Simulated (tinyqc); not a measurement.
What each parameter does: six-band k.p model of the valence band of a wurtzite crystal.

At k = 0: E1 = D1c + D2c + Te + Le (pure HH); E2, E3 = Le + u +/- sqrt(u^2 + 2 D3c^2), u = (D1c - D2c + Te)/2, D1c = Dcr, D2c = D3c = Dso/3. The weight of LH in state 2 is fL = (E2 - Le)^2/((E2 - Le)^2 + 2 D3c^2). Relative strengths of transitions to the conduction band: for E perpendicular to c (TE) 1/2, fL/2, (1 - fL)/2; for E along c (TM) 0, 1 - fL, fL, with one momentum element for both directions.

Strain of a c-plane layer: exx = eyy = e_par, ezz = -2 (C13/C33) e_par; Le = D1 ezz + D2 (exx + eyy), Te = D3 ezz + D4 (exx + eyy).

Conduction edge: Ec = (top of the unstrained valence band) + Eg + (a1 + D1) ezz + (a2 + D2)(exx + eyy).

Values chosen for the exercise (near those of AlGaN; not measured data):

| symbol | value | unit | meaning |
|---|---|---|---|
| Dcr | -0.0995 | eV | crystal-field splitting |
| Dso | 0.0178 | eV | spin-orbit splitting |
| Eg | 5.198 | eV | direct gap at Gamma from the top of the unstrained valence band |
| a1 | -3.77 | eV | gap potential along c |
| a2 | -11.34 | eV | gap potential in the plane |
| D1 | -11.7 | eV |  |
| D2 | 6.41 | eV |  |
| D3 | 8.16 | eV |  |
| D4 | -3.95 | eV |  |
| C13 | 111 | GPa |  |
| C33 | 365 | GPa |  |
| e_par | 0.0169 |  | exx = eyy of a c-plane layer |

Splittings at k = 0 under the strain, fL and the lowest transition.

Results for these values:

| case | E1 - E2 (meV) | E1 - E3 (meV) | fL | lowest transition (eV) |
|---|---|---|---|---|
| base | -311.17 | 12.08 | 0.0007 | 4.8539 |

What happens to each result for C13 = 88.8 GPa, all else kept?

Answer: E1 - E2 rises from -311.17 to -294.41; E1 - E3 rises from 12.08 to 12.10; fL rises from 0.0007 to 0.0008; lowest transition falls from 4.8539 to 4.8461.

The same for each parameter in turn:

| case | E1 - E2 (meV) | E1 - E3 (meV) | fL | lowest transition (eV) |
|---|---|---|---|---|
| base | -311.17 | 12.08 | 0.0007 | 4.8539 |
| Dcr = -0.1194 eV | -331.06 | 12.07 | 0.0006 | 4.8538 |
| D1 = -9.36 eV | -311.17 | 12.08 | 0.0007 | 4.8539 |
| Dso = 0.02136 eV | -310.08 | 14.55 | 0.0010 | 4.8541 |
| e_par = 0.02028 | -354.62 | 12.06 | 0.0005 | 4.7850 |
| C13 = 88.8 GPa | -294.41 | 12.10 | 0.0008 | 4.8461 |
| D3 = 9.792 eV | -327.93 | 12.07 | 0.0006 | 4.8539 |
| a2 = -9.072 eV | -311.17 | 12.08 | 0.0007 | 4.9306 |
| C33 = 438 GPa | -297.20 | 12.09 | 0.0007 | 4.8474 |

D1 and D2 shift all valence edges and the conduction edge alike, so they drop out of splittings and transitions.

Run: tinyqc, `OMP_NUM_THREADS=1 python tinyqc.py 1051374 1051375 out.jsonl`; Intel(R) Xeon(R) Processor @ 2.30GHz, one thread, shared host; about 0.01 s of CPU time with all checks.
